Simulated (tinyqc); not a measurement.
What moves the results: standing waves and exposure in a photoresist film. A value that a table varies takes the place of the one given here.

Normal incidence from air. Unexposed resist: N1 = n1 + i k1 with k1 = (A + B) lam/(4 pi), lam in micrometres. r01 = (1 - N1)/(1 + N1), t01 = 2/(1 + N1). Substrate Ns = ns + i ks: r12 = (N1 - Ns)/(N1 + Ns). With p = exp(2 pi i N1 d/lam), the field at depth z is E(z) = t01 [exp(2 pi i N1 z/lam) + r12 p^2 exp(-2 pi i N1 z/lam)]/(1 + r01 r12 p^2), the relative intensity I(z) = n1 |E(z)|^2 and the reflectance R = |(r01 + r12 p^2)/(1 + r01 r12 p^2)|^2.

Parameters, chosen for this exercise (a resist on polySi, indices near tabulated ones; not measured data): lam = 248 nm (vacuum wavelength); n1 = 1.765 (resist index); A = 0.12 1/micrometre (bleachable absorption (Dill A)); B = 0.84 1/micrometre (fixed absorption (Dill B)); d = 355 nm (resist thickness); ns = 1.716 (substrate n); ks = 2.75 (substrate k).

## Swing of the coupled dose with resist thickness

The mean of I is taken over 800 depths; the relative dose to clear is taken as 1/(mean of I over the lowest period, 60 depths), scaled to 1 in the first row.

Swing:
```
d (nm)       R  mean I  relative dose
355.0   0.3199  0.9096          1.000
366.7   0.1264  1.1565          0.793
378.4   0.0339  1.2774          0.737
390.1   0.1873  1.0694          0.898
401.8   0.3427  0.8515          1.125
413.5   0.3817  0.7828          1.203
425.3   0.2942  0.8757          1.063
437.0   0.1088  1.0947          0.857
448.7   0.0237  1.1955          0.802
460.4   0.1691  1.0117          0.964
472.1   0.3192  0.8175          1.193
483.8   0.3570  0.7570          1.270
495.5   0.2724  0.8420          1.131
```

The period is 70.3 nm, six rows. The relative dose swings between 0.737 and 1.270, a ratio (max - min)/mean of 0.532, against the estimate 4 sqrt(|r01|^2 |r12|^2) exp(-(A + B) d) = 0.483 for the oscillating part alone; the ratio from the table also holds the slow rise from absorption, 13.1 % over two periods, so the two are not strictly comparable. The dose is least sensitive to thickness at an extremum; the lowest dose listed is at 378.4 nm.

## What moves the exposure

The mean of I is over 800 depths. Each row changes one parameter from the base and keeps the others.

Results:
```
case                   |r12|^2       R  mean I  I at the bottom
base                    0.3771  0.3199  0.9096           0.3807
d = 365 nm              0.3771  0.1560  1.1180           0.4652
n1 = 1.783              0.3748  0.2680  0.9757           0.4151
B = 1.04 1/micrometre   0.3756  0.2938  0.8726           0.3567
ks = 2.475              0.3291  0.2871  0.9004           0.4176
ns = 1.888              0.3557  0.3141  0.8936           0.3565
```

The largest shifts from the base row, up to three for each result and ties (the steps differ in size, so this ranks the rows, not the parameters). |r12|^2: ks -0.0480, ns -0.0214, n1 -0.0023; unchanged at the printed digits by d. R: d -0.1639, n1 -0.0519, ks -0.0328. mean I: d +0.2084, n1 +0.0661, B -0.0370. I at the bottom: d +0.0845, ks +0.0369, n1 +0.0344.

tinyqc: `OMP_NUM_THREADS=1 python tinyqc.py 1680373 1680374 out.jsonl`; about 0.01 s, one thread, shared Intel(R) Xeon(R) Processor @ 2.30GHz.
